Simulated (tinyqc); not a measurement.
# Metal-interlayer-semiconductor contact, depinning against tunnelling resistance: effects of single changes

Zero bias, n-type semiconductor. Gap states at the semiconductor surface thin out as exp(-be ti), which unpins the barrier; electrons must then cross the interlayer (a rectangular barrier, no voltage drop across it) and the parabolic depleted layer, both by WKB. Energies E are counted from the Fermi level; no image force, parabolic bands.

Values chosen for this exercise; semiconductor values close to those of germanium; interlayer mass of the order of that in strontium titanate, offset chosen freely:
- T = 300 K (temperature)
- Eg = 0.638 eV (band gap)
- eps_r = 15.5 (relative permittivity)
- chi = 4.01 eV (electron affinity)
- Nc = 1.04e19 cm^-3 (conduction-band density of states at T)
- mt = 0.12 m0 (tunnelling mass in the semiconductor)
- mA = 1.08 m0 (Richardson mass)
- Nd = 3.5e19 cm^-3 (donor density)
- E0 = 0.088 eV (charge-neutrality level above the valence band)
- S0 = 0.05 (pinning factor without interlayer)
- phiM = 4.07 eV (metal work function)
- ti = 0.3 nm (interlayer thickness)
- dE = 0.18 eV (conduction-band offset of the interlayer above the semiconductor)
- mi = 0.61 m0 (tunnelling mass in the interlayer)
- be = 5.2 1/nm (decay constant of gap states through the interlayer)

Constants: q = 1.602176634e-19 C, kB = 1.380649e-23 J/K, eps0 = 8.8541878128e-12 F/m, hbar = 1.054571817e-34 J s, h = 6.62607015e-34 J s, m0 = 9.1093837015e-31 kg, Vt = kB T/q, hbar^2/(2 m0) = 0.0380998212 eV nm^2. Results are converted to the units shown.

Each table varies one quantity; the others keep the values above.

## Contact resistivity against the interlayer thickness

S = 1/(1 + (1/S0 - 1) exp(-be ti)); phiB = S (phiM - chi) + (1 - S)(Eg - E0); xi = Ec - EF deep inside, from Nd = Nc F(-xi/Vt), F(x) = (2/sqrt(pi)) int_0^infinity sqrt(u) du/(1 + exp(u - x)); band bending U = phiB - xi; E00 = (hbar/2) sqrt(Nd/(eps0 eps_r mt m0)) in volts; A = 4 pi q mA m0 kB^2/h^3. With U = phiB - xi: for xi < E < phiB, y = (E - xi)/U and G1 = (U/E00) [sqrt(1 - y) - y ln((1 + sqrt(1 - y))/sqrt(y))], G1 = 0 above phiB; G2 = 2 ti sqrt(mi max(phiB + dE - E, 0)/C), C = hbar^2/(2 m0); f = 1/(1 + exp(E/Vt)); 1/rho_c = (A T^2/Vt^2) times the integral of exp(-G1 - G2) f over E from xi upwards. Shares under 0.001 % are printed as 0; rows without band bending are left out.

The same in every row: E00/Vt = 3.12.

Contact resistivity against the interlayer thickness:

| ti (nm) | S | phiB (eV) | rho_c (ohm cm^2) | rho_c with G2 = 0 (ohm cm^2) | peak of the integrand (eV) | share above phiB (%) |
|---|---|---|---|---|---|---|
| 0 | 0.0500 | 0.525 | 2.38e-7 | 2.38e-7 | 0.00631 | 0 |
| 0.4 | 0.296 | 0.405 | 6.61e-7 | 6.03e-8 | 0.00754 | 0.00137 |
| 0.8 | 0.771 | 0.172 | 1.96e-7 | 4.81e-9 | 0.00435 | 0.971 |
| 1.2 | 0.964 | 0.0775 | 2.22e-7 | 1.93e-9 | 0.00443 | 13.0 |
| 1.6 | 0.995 | 0.0623 | 7.28e-7 | 1.69e-9 | 0.00981 | 25.9 |
| 2 | 0.999 | 0.0603 | 2.62e-6 | 1.66e-9 | 0.0170 | 41.4 |
| 2.4 | 1.00 | 0.0600 | 7.40e-6 | 1.66e-9 | 0.240 | 64.1 |
| 2.8 | 1.00 | 0.0600 | 1.38e-5 | 1.66e-9 | 0.240 | 85.4 |
| 3.2 | 1.00 | 0.0600 | 1.82e-5 | 1.66e-9 | 0.240 | 95.8 |

What does the comparison show?

As ti goes from 0 to 3.2, phiB falls from 0.525 to 0.0600 eV and rho_c moves up and down between 1.96e-7 and 1.82e-5 ohm cm^2. At ti = 0.8 nm rho_c is 1.21 times lower than without interlayer, although thinner layers first raise it; beyond that thickness tunnelling through the layer dominates. The ratio of rho_c to its value with G2 = 0 runs from 1.00 to 11000.

## Contact resistivity against the donor density

Same model as above.

The same in every row: S = 0.200; phiB (eV) = 0.452.

Result of one run:

| Nd (cm^-3) | E00/Vt | rho_c (ohm cm^2) | rho_c with G2 = 0 (ohm cm^2) | peak of the integrand (eV) | share above phiB (%) |
|---|---|---|---|---|---|
| 8.8e17 | 0.494 | 0.0171 | 0.00503 | 0.379 | 7.78 |

What becomes of these results when the donor density Nd is changed from 8.8e17 to 9.3e19 cm^-3, all else the same?

Result of the changed run:

| Nd (cm^-3) | E00/Vt | rho_c (ohm cm^2) | rho_c with G2 = 0 (ohm cm^2) | peak of the integrand (eV) | share above phiB (%) |
|---|---|---|---|---|---|
| 9.3e19 | 5.08 | 6.51e-8 | 9.37e-9 | -0.0186 | 0 |

The whole series:

| Nd (cm^-3) | E00/Vt | rho_c (ohm cm^2) | rho_c with G2 = 0 (ohm cm^2) | peak of the integrand (eV) | share above phiB (%) |
|---|---|---|---|---|---|
| 3.5e17 | 0.312 | 0.0434 | 0.0143 | 0.423 | 19.8 |
| 8.8e17 | 0.494 | 0.0171 | 0.00503 | 0.379 | 7.78 |
| 2.2e18 | 0.781 | 0.00345 | 8.47e-4 | 0.288 | 1.57 |
| 5.7e18 | 1.26 | 2.39e-4 | 4.66e-5 | 0.146 | 0.109 |
| 1.4e19 | 1.97 | 1.12e-5 | 1.88e-6 | 0.0481 | 0.00509 |
| 3.7e19 | 3.20 | 5.72e-7 | 8.79e-8 | 0.00589 | 0 |
| 9.3e19 | 5.08 | 6.51e-8 | 9.37e-9 | -0.0186 | 0 |
| 2.4e20 | 8.16 | 1.27e-8 | 1.69e-9 | -0.0382 | 0 |
| 6e20 | 12.9 | 4.07e-9 | 4.91e-10 | -0.0536 | 0 |

As Nd goes from 3.5e17 to 6e20, phiB stays at 0.452 eV and rho_c falls from 0.0434 to 4.07e-9 ohm cm^2. rho_c goes as Nd^(-1.01) between the first two rows and Nd^(-1.24) between the last two, while E00/Vt goes from 0.312 to 12.9 and the share above the barrier from 19.8 to 0 %. The ratio of rho_c to its value with G2 = 0 runs from 3.03 to 8.29.

Computed by the program tinyqc: `OMP_NUM_THREADS=1 python tinyqc.py 2270003 2270004 out.jsonl`, one thread of a shared Intel Xeon 2.30GHz, about 0.03 s for the whole run.
